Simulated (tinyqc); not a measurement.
Inside a calculation: Wannier functions of a composite (isolated) pair of valence bands (bonds of an sp chain). Values are carried at full precision from step to step, so a last printed digit may differ when a step is redone from the rounded ones.

Each atom has a hybrid pointing left (<) and right (>). H(k): diagonal +V3 on A, -V3 on B; <A<|A>> = -V1a, <B<|B>> = -V1b, <A>|B<> = -V2, <B>|A<> = -V2p exp(ik); k in 1/a, Bloch sums with exp(ikR). The two lowest bands are filled. Trial functions in cell 0: g1 = cos(c) A> + sin(c) B<, and g2 = sin(c) B> + cos(c) A< of cell 1, whose Bloch vector has cos(c) exp(-ik) on A<. Projection A_mn = <psi_m|g_n>, S = A^+ A, Loewdin U = A S^(-1/2), Bloch-like states w_n = sum_m psi_m U_mn, H_W(k) = U^+ diag(E) U. P = sum_m |psi_m><psi_m| is free of phase choices, and S = g^+ P g, w = P g S^(-1/2).

Inputs chosen for the exercise:
- V2 = 4.25 eV (coupling in the bond A-B inside the cell)
- V2p = 3.78 eV (coupling in the bond to the next cell)
- V1a = 1.03 eV (coupling of the two hybrids on A)
- V1b = 1.57 eV (the same on B)
- V3 = 0 eV (A at +V3, B at -V3)
- j = 4 (mesh point, k = 2 pi j/N)
- N = 5 (k points)
- c = 65 degrees (trial bonds cos(c) on A, sin(c) on B)
- xb = 0.52 a (position of B (A at 0))

## H at one mesh point

Fill in the matrix.

H(k) (eV), rows A<, A>, B<, B> and columns alike:
```
[[0, -1.0300, 0, -1.1681-3.5950i],
 [-1.0300, 0, -4.2500, 0],
 [0, -4.2500, 0, -1.5700],
 [-1.1681+3.5950i, 0, -1.5700, 0]]
```

## Levels and the projector on the filled bands

Diagonalise; P = sum over the two lowest states of |psi><psi|.

levels (eV): [-5.1693, -3.0258, 3.0258, 5.1693]

P, rows A<, A>, B<, B> and columns alike:
```
[[0.5000, 0.0423-0.0936i, 0, 0.1268+0.4726i],
 [0.0423+0.0936i, 0.5000, 0.4888-0.0227i, 0],
 [0, 0.4888+0.0227i, 0.5000, 0.0823-0.0614i],
 [0.1268-0.4726i, 0, 0.0823+0.0614i, 0.5000]]
```

The filled states put 2.000 electrons on A and 2.000 on B at this k.

## Loewdin orthogonalisation

The trial vectors are the columns g1 = (0, cos c, sin c, 0), g2 = (cos c exp(-ik), 0, 0, sin c), k = 2 pi j/N. Form S = g^+ P g, its eigenvalues, S^(-1/2), and w = P g S^(-1/2).

S, rows 1, 2 and columns alike:
```
[[0.8745, 0.0541-0.0381i],
 [0.0541+0.0381i, 0.8743]]
```

eigenvalues of S: [0.8083, 0.9405]

S^(-1/2), rows 1, 2 and columns alike:
```
[[1.0717, -0.0332+0.0234i],
 [-0.0332-0.0234i, 1.0717]]
```

w, rows A<, A>, B<, B>; columns 1, 2:
```
[[0.0279-0.0675i, 0.1934+0.6762i],
 [0.7030-0.0222i, -0.0556+0.0473i],
 [0.7033+0.0104i, 0.0579-0.0445i],
 [0.0578+0.0446i, 0.7032-0.0117i]]
```

The combinations of the trial bonds that diagonalise S lie 80.8 to 94.1 % inside the filled space; an eigenvalue near zero would mark a poor choice.

## The Hamiltonian in the new basis

H_W = w^+ H w; its eigenvalues must be the two filled levels.

H_W(k) (eV), rows 1, 2 and columns alike:
```
[[-4.333, -0.923-0.491i],
 [-0.923+0.491i, -3.862]]
```

eigenvalues (eV): [-5.169, -3.026]

## Hoppings between the Wannier functions

H_mn(R) = (1/N) sum_k exp(-ikR) H_W,mn(k), the coupling of function m in cell 0 to function n in cell R.

H(R) (eV):
```
R        11       12       21       22
-2   0.0016  -0.0111  -0.0006   0.0016
-1   0.0490  -0.5120  -0.0024   0.0490
0   -4.3602  -0.7738  -0.7738  -3.8902
1    0.0490  -0.0024  -0.5120   0.0490
2    0.0016  -0.0006  -0.0111   0.0016
```

The bond levels are -4.360 and -3.890 eV, against -sqrt(V2^2 + V3^2) = -4.250 and -3.780 for isolated bonds. Neighbouring bonds couple by -0.774 eV through B; the bond-orbital estimate is -V1b (1 + ap)/2 = -0.785 with the mean V2 in ap = V3/sqrt(V2^2 + V3^2).

## The functions in real space

w_n(R) = (1/N) sum_k exp(ikR) w_n(k); point-like hybrids at R (A) and R + xb (B) give centres and spreads.

Function 1:
```
R        A<       A>       B<       B>
-2  -0.0001   0.0008  -0.0001  -0.0023
-1   0.0012   0.0134  -0.0032  -0.0443
0    0.0461   0.7021   0.7023   0.0692
1   -0.0680  -0.0093   0.0073   0.0012
2   -0.0029  -0.0003   0.0004  -0.0001
```

centres (a): 1 0.2626, 2 0.7574

spreads (a^2): 1 0.0712, 2 0.0616

Function 1 has 98.6 % of its weight on the two hybrids of its bond. Its centre lies +0.0026 a from the middle of the bond.

## Checks

- Eigenvalues of H_W against the filled levels: they agree to 1e-10 or better.
- W^+ w against the unit matrix: they agree to 1e-10 or better.

(tinyqc, `OMP_NUM_THREADS=1 python tinyqc.py 1480688 1480689 out.jsonl`, Intel(R) Xeon(R) Processor @ 2.30GHz, 1 thread, shared host, about 0.2 s.)
